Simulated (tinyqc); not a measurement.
# Schottky barrier on an n-type semiconductor with a doping step, non-linear Poisson equation by Newton steps, step by step

Program tinyqc, `OMP_NUM_THREADS=1 python tinyqc.py 2020078 2020079 out.jsonl`; Intel Xeon 2.30GHz, shared host, one thread, about 0.08 s. Printed values are rounded.

One dimension, metal at x = 0, donor density C(x) = N1 for x < x1 and Nd beyond. Energies are counted from the electron Fermi level of the semiconductor and the conduction-band edge is Ec = -psi, so n = Nc exp(psi/Vt); holes follow the Fermi level of the metal, at -V, so p = Nv exp((V - psi - Eg)/Vt). Ends: psi(0) = V - phiB and psi = Vt ln(Nd/Nc) deep inside. Boltzmann statistics, full ionisation, no current, no image force in the Poisson equation.

Parameters, values chosen for the exercise; band and dielectric values close to those of gallium arsenide:
- T = 293 K (temperature)
- Eg = 1.39 eV (band gap)
- eps_r = 12.8 (relative permittivity)
- Nc = 4.22e17 cm^-3 (conduction-band density of states at T)
- Nv = 8.57e18 cm^-3 (valence-band density of states at T)
- Nd = 7.5e15 cm^-3 (donor density deep in the semiconductor)
- phiB = 0.62 eV (barrier height)
- V = 0 V (bias of the metal against the semiconductor)
- x1 = 350 nm (depth of the doping step)
- N1 = 3.8e14 cm^-3 (donor density above the step)

Constants: q = 1.602176634e-19 C, kB = 1.380649e-23 J/K, Vt = kB T/q, eps0 = 8.8541878128e-14 F/cm where lengths are in cm. Results are converted to the units shown.

## End potentials, built-in voltage, Debye length

psi_0 = V - phiB, psi_b = Vt ln(Nd/Nc), Vbi = phiB - Vt ln(Nc/Nd), LD = sqrt(eps0 eps_r Vt/(q Nd)), W = sqrt(2 eps0 eps_r (Vbi - V)/(q Nd)), hole density at the metal p_0 = Nv exp((phiB - Eg)/Vt).

psi_0 = -0.62 V
psi_b = -0.101755 V
Vbi = 0.518245 V
LD = 48.7993 nm
W for uniform Nd = 312.663 nm
p_0 = 4.88104e5 cm^-3

The hole density at the metal is 6.5e-11 times Nd, so holes hardly matter.

## Doping on the mesh

x, node 0 to 13 (nm): 0  34  73.2  118  171  231  300  380  472  578  700  842  1000  1190

C = N1 for x < x1 and Nd beyond, taken at the nodes.

donor density C, node 0 to 13 (cm^-3): 3.8e14  3.8e14  3.8e14  3.8e14  3.8e14  3.8e14  3.8e14  7.5e15  7.5e15  7.5e15  7.5e15  7.5e15  7.5e15  7.5e15

## Couplings between neighbouring nodes

a_i = eps0 eps_r/h_i for the interval from node i to i + 1, with h_i = x_(i+1) - x_i in cm.

coupling a_i, interval 0 to 12 (F/cm^2): 3.33334e-7  2.89116e-7  2.52977e-7  2.13837e-7  1.88889e-7  1.64252e-7  1.41667e-7  1.23189e-7  1.06918e-7  9.28964e-8  7.98124e-8  7.17301e-8  5.96493e-8

## Starting potential

A straight line in x from psi_0 = V - phiB to psi_b = Vt ln(Nd/Nc).

psi at the start, node 0 to 13 (V): -0.620000  -0.605193  -0.588121  -0.568611  -0.545530  -0.519400  -0.489350  -0.454510  -0.414444  -0.368281  -0.315150  -0.253309  -0.184500  -0.101755

## Iteration 1: densities, residual and Jacobian diagonal

n_i = Nc exp(psi_i/Vt), p_i = Nv exp((V - psi_i - Eg)/Vt), rho_i = p_i - n_i + C_i, g_i = (n_i + p_i)/Vt. Box widths w_i = (h_(i-1) + h_i)/2 in cm. Residual F_i = a_i (psi_(i+1) - psi_i) - a_(i-1) (psi_i - psi_(i-1)) + q rho_i w_i; Jacobian: a_(i-1) and a_i beside the diagonal, b_i = -a_(i-1) - a_i - q g_i w_i on it. The two end nodes are fixed.

```
node   n (cm^-3)   p (cm^-3)
0      9.13977e6   4.88104e5
1      1.64295e7   2.71533e5
2      3.23048e7   1.38096e5
3      6.99612e7     63766.2
4      1.74531e8     25560.8
5      4.91275e8     9080.79
6      1.61508e9     2762.19
7      6.41894e9     695.000
8     3.13778e10     142.176
9     1.95278e11     22.8452
10    1.60154e12     2.78554
11    1.85456e13    0.240551
12    2.83007e14   0.0157634
13        7.5e15  5.94822e-4
```

```
node  residual F (C/cm^2)  diagonal b (F/cm^2)
1             2.22831e-10          -6.22450e-7
2             2.55707e-10          -5.42093e-7
3             2.97716e-10          -4.66814e-7
4             3.43987e-10          -4.02726e-7
5             3.92693e-10          -3.53141e-7
6             4.53574e-10          -3.05919e-7
7              1.03340e-8          -2.64856e-7
8              1.18961e-8          -2.30109e-7
9              1.36983e-8          -1.99829e-7
10             1.58582e-8          -1.72843e-7
11             1.79799e-8          -1.53308e-7
12             2.01194e-8          -1.62627e-7
```

## Iteration 1: Newton step

Solve the tridiagonal system a_(i-1) d_(i-1) + b_i d_i + a_i d_(i+1) = -F_i for nodes 1 to 12, with d = 0 on fixed nodes. If the largest |d| exceeds 4 Vt, the whole step is scaled down so that it equals 4 Vt.

Newton step d, before damping, node 1 to 12 (V): 0.10269  0.22032  0.35374  0.51020  0.68549  0.88469  1.11244  1.29047  1.38435  1.34515  1.10310  0.61026
psi after iteration 1, node 0 to 13 (V): -0.620000  -0.597701  -0.572048  -0.542804  -0.508308  -0.469390  -0.424808  -0.373352  -0.320298  -0.267286  -0.217014  -0.172832  -0.139978  -0.101755

## Iteration 2: densities, residual and Jacobian diagonal

As before.

```
node   n (cm^-3)   p (cm^-3)
0      9.13977e6   4.88104e5
1      2.21051e7   2.01816e5
2      6.10580e7     73064.3
3      1.94429e8     22944.9
4      7.62259e8     5852.55
5      3.56061e9     1252.92
6     2.08142e10     214.332
7     1.59745e11     27.9267
8     1.30614e12     3.41552
9     1.06618e13    0.418424
10    7.80787e13   0.0571367
11    4.49253e14  0.00993018
12    1.65043e15  0.00270303
13        7.5e15  5.94822e-4
```

```
node  residual F (C/cm^2)  diagonal b (F/cm^2)
1             2.06574e-10          -6.22450e-7
2             2.37052e-10          -5.42093e-7
3             2.75996e-10          -4.66814e-7
4             3.18891e-10          -4.02726e-7
5             3.64042e-10          -3.53141e-7
6             4.20466e-10          -3.05920e-7
7              9.57993e-9          -2.64864e-7
8              1.10264e-8          -2.30189e-7
9              1.26812e-8          -2.00586e-7
10             1.45527e-8          -1.79249e-7
11             1.57751e-8          -1.94304e-7
12             1.62307e-8          -3.13608e-7
```

## Iteration 2: Newton step

As before.

Newton step d, before damping, node 1 to 12 (V): 0.067918  0.145509  0.233248  0.335755  0.450112  0.579407  0.726351  0.817621  0.820278  0.693638  0.420739  0.147989
psi after iteration 2, node 0 to 13 (V): -0.620000  -0.589339  -0.554132  -0.514085  -0.466969  -0.413970  -0.353469  -0.283922  -0.219630  -0.166291  -0.131612  -0.121030  -0.121758  -0.101755

## Course of the Newton iteration

Stop when the largest undamped |d| is below 1e-9 V, or after 15 iterations.

Course of the iteration:
```
iteration  largest |F| (C/cm^2)  largest |d| (V)  at node
1                       2.01e-8             1.38        9
2                       1.62e-8            0.820        9
3                       1.27e-8            0.285        7
4                       7.20e-9           0.0411        7
5                       1.59e-9          5.73e-3        7
6                      5.06e-11          3.24e-4        7
7                      1.78e-13          9.45e-7        7
8                      1.95e-18         8.49e-12        7
```

Converged in 8 iterations. Once the step is below 0.1 Vt, 2 more iteration(s) reach the threshold: near the solution the error is roughly squared each time.

## Converged densities, field and barrier lowering

converged psi, node 0 to 13 (V): -0.620000  -0.574620  -0.523070  -0.465166  -0.398057  -0.323904  -0.241013  -0.147854  -0.111096  -0.103148  -0.101919  -0.101770  -0.101756  -0.101755

n and p as above; E_i = -(psi_(i+1) - psi_i)/h_i; at the metal |E_0| = |E on interval 0| + q rho_0 (h_0/2)/(eps0 eps_r), rho_0 = p_0 - n_0 + C_0; image-force lowering dphi = sqrt(q |E_0|/(4 pi eps0 eps_r)).

```
node   n (cm^-3)   p (cm^-3)
0      9.13977e6   4.88104e5
1      5.51446e7     80899.3
2      4.24810e8     10501.6
3      4.20891e9     1059.93
4     6.00477e10     74.2936
5     1.13230e12     3.93990
6     3.01820e13    0.147809
7     1.20819e15  0.00369243
8     5.18085e15  8.61086e-4
9     7.09734e15  6.28568e-4
10    7.45158e15  5.98687e-4
11    7.49549e15  5.95179e-4
12    7.49966e15  5.94848e-4
13        7.5e15  5.94822e-4
```

field E, interval 0 to 12 (kV/cm): -13.3471  -13.1505  -12.9249  -12.6622  -12.3587  -12.0133  -11.6448  -3.9955  -0.7497  -0.1008  -0.0104  -0.0009  -0.0001
|E_0| at the metal = 13.4384 kV/cm
image-force lowering = 12.2955 mV

A mesh of about 1000 nodes or more gives |E_0| = 13.27 kV/cm; the 14-node value is 1.2 % above it.
